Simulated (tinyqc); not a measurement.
Valley splitting plane by plane: thin (001) film in sp3s* tight binding with raised dangling bonds.

Planes alternate anion (a), cation (c) along [001], a/4 apart, starting with an anion; zero in-plane momentum; levels counted from the bulk Ev, the lower root of [[Epa, Vxx], [Vxx, Epc]]; no spin-orbit coupling. Block of s, pz, s*: from an anion to the cation above, Vss/2 (s,s), Vsapc/2 (s,z), -Vscpa/2 (z,s), Vxx/2 (z,z), Vxapc/2 (s*,z), -Vpaxc/2 (z,s*); to the cation below the same with the s-z and s*-z signs reversed. Block of u = (px + py)/sqrt2 and v = (px - py)/sqrt2: to the cation above (Vxx + Vxy)/2 for u and (Vxx - Vxy)/2 for v, to the cation below the reverse. Each surface atom has two dangling sp3 hybrids; raising both by dl adds (dl/2) [[1, t], [t, 1]] to its s, pz levels (t = -1 at the bottom face, +1 at the top) and dl to the one of u, v in whose plane the missing bonds lie (v for a bottom anion or a top cation, u for a top anion).

Values chosen for the exercise (out of a larger set: near a published set for Si, fitted to gaps, whose masses and valley positions are rough; not measured data):
```
symbol  value                                                                                           unit  meaning
p       (-4.191, 1.715, -4.191, 1.715, 6.686, 6.686, -8.322, 1.709, 4.589, 5.736, 5.736, 5.387, 5.387)  eV    order Esa, Epa, Esc, Epc, Exa, Exc, Vss, Vxx, Vxy, Vsapc, Vscpa, Vxapc, Vpaxc
dp      30                                                                                              eV    value of dl for the passivated films
N0      10                                                                                                    first number of planes
```

edges (eV): Gamma 3.41800, Delta 1.15885

kz of the minimum = 0.73004 2 pi/a

Ten passivated films from N0 planes on; the phase is N pi k0/2 modulo pi, k0 the position of the bulk minimum.

Lowest doublet:
```
N   phase/pi  mean shift (meV)  splitting (meV)
10     0.650            225.27            8.168
11     0.015            191.29           39.170
12     0.380            162.48           20.439
13     0.745            140.10           11.017
14     0.110            122.72           20.895
15     0.475            107.45            6.769
16     0.840             95.39            9.655
17     0.205             85.26           11.522
18     0.570             76.31            1.149
19     0.935             69.06            7.586
```

What can be read from this table?

The splitting ranges from 1.15 meV (N = 18) to 39.17 meV (N = 11), while the mean shift goes from 225 to 69 meV and falls steadily. The splitting changes direction 6 times in these ten films, and one plane more changes it by up to 31.00 meV: it hangs on the phase between the two faces, which is why atomic steps matter.

Run: tinyqc, `OMP_NUM_THREADS=1 python tinyqc.py 1480742 1480743 out.jsonl`; Intel(R) Xeon(R) Processor @ 2.30GHz, one thread, shared host; about 0.4 s of CPU time with all checks.
